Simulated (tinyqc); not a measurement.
Inside a calculation. Model: hot electrons in a saturated n-channel MOSFET, lucky-electron model.

Numbers from tinyqc (`OMP_NUM_THREADS=1 python tinyqc.py 2550073 2550074 out.jsonl`; about 0.01 s on one thread of a shared Intel Xeon 2.30GHz). Printed values are rounded.

Beyond pinch-off the lateral field grows as Esat cosh(y/l) over the velocity-saturated region (pseudo-two-dimensional model). Impact ionisation in this region gives the substrate current, which biases the body forward through Rsub. Currents are per width. Local-field laws: they overstate ionisation when the field peak is narrower than an energy relaxation length.

Inputs (values chosen for the exercise); values close to those of silicon n-channel devices:
- L = 0.35 um (channel length)
- tox = 7.9 nm (oxide thickness)
- xj = 130 nm (junction depth)
- VT = 0.72 V (threshold)
- mu = 400 cm^2/(V s) (effective mobility)
- vs = 7.7e6 cm/s (saturation velocity)
- Ai = 2e6 1/cm (ionisation prefactor)
- Bi = 1.77 MV/cm (ionisation field)
- Rd = 700 ohm um (resistance of the lightly doped drain)
- Rsub = 5100 ohm um (substrate resistance)
- kb = 0.23 (fall of VT per volt of forward body bias)
- lm = 9.8 nm (hot-electron mean free path)
- pb = 3.2 V (oxide barrier)
- Cg = 0.0031 (prefactor of the gate current)
- m = 3 (lifetime exponent)
- Hl = 5500 s uA/um (lifetime constant)
- Vd = 2.4 V (drain voltage)
- Vg = 1.3 V (gate voltage)

Constants: eps0 = 8.8541878128e-14 F/cm where lengths are in cm. Results are converted to the units shown.

## Length and field scales

Cox = 3.9 eps0/tox, l = sqrt(3 tox xj), Esat = 2 vs/mu.

Cox = 0.437105 uF/cm^2
l = 55.5068 nm
Esat = 0.0385 MV/cm
Esat L = 1.34750 V

## Iteration 1: body bias from the substrate current

Vb at the start = 0 V

Cox = 3.9 eps0/tox. Overdrive g = Vg - VT + kb Vb; Vdsat = g Esat L/(g + Esat L); Id = Cox vs (g - Vdsat); dV = Vd - Id Rd - Vdsat; Em = sqrt((dV/l)^2 + Esat^2); Isub = Id (Ai/Bi) l Em exp(-Bi/Em). Vb(new) = Rsub Isub.

Vdsat = 0.405473 V
Id = 58.7406 uA/um
dV = 1.95341 V
Em = 0.354022 MV/cm
Isub = 0.879095 uA/um
Vb after iteration 1 = 0.00448338 V

## Iteration 2: body bias from the substrate current

As before.

Vdsat = 0.405977 V
Id = 58.9182 uA/um
dV = 1.95278 V
Em = 0.353910 MV/cm
Isub = 0.880073 uA/um
Vb after iteration 2 = 0.00448837 V

## Course of the iteration: body bias from the substrate current

Stop when Vb changes by less than 1e-9 V, or after 60 iterations.

Course of the iteration:
```
iteration      Vb (V)  |change| (V)
1          0.00448338       4.48e-3
2          0.00448837       4.99e-6
3          0.00448838       5.53e-9
4          0.00448838      6.14e-12
```

Converged in 4 iterations. At the end each change is about 0.0011 times the one before: linear convergence.

## Gate current, lifetime and channel shortening

Id = 58.9184 uA/um
dV = 1.95278 V
Em = 0.353910 MV/cm
Isub = 0.880074 uA/um

Ig = Cg Id exp(-pb/(lm Em)); lifetime tau = (Hl/Id)(Isub/Id)^(-m); length of the saturated region dL = l ln[(dV/l + Em)/Esat]. 1 year = 3.15576e7 s.

Isub/Id = 0.0149372
Ig = 17.9740 pA/um
tau = 0.887571 years
dL = 161.445 nm

The lifetime misses ten years. Integrating Ai exp(-Bi/E) over the cosh profile gives Isub/Id = 0.0128, so the closed form is 16 % above it.
